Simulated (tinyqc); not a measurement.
## Doping from the body effect

Inverse problem. The threshold of a long MOSFET, counted against the source, shifts by gamma (sqrt(2 phiF + Vsb) - sqrt(2 phiF)) with gamma = sqrt(2 eps0 eps_r q N)/Cox. Find 2 phiF, gamma and N from two shifts.

Inputs (values chosen for the exercise): relative permittivity eps_r = 13.

Constants: q = 1.602176634e-19 C, eps0 = 8.8541878128e-14 F/cm where lengths are in cm. Results are converted to the units shown.

|VT - VT(0)| at source-body biases 0.6 and 2.5 V (V): 0.010807165  0.035481425
Cox = 0.93327926 uF/cm^2

Answer. The ratio of the shifts depends on 2 phiF alone and rises steadily with it, so it fixes 2 phiF; either shift then gives gamma, and gamma gives N.

2 phiF = 0.9903 V
gamma = 0.04064 V^0.5
N = 3.900e15 cm^-3

Program tinyqc, `OMP_NUM_THREADS=1 python tinyqc.py 2060015 2060016 out.jsonl`; Intel Xeon 2.30GHz, shared host, one thread, about 0.01 s.
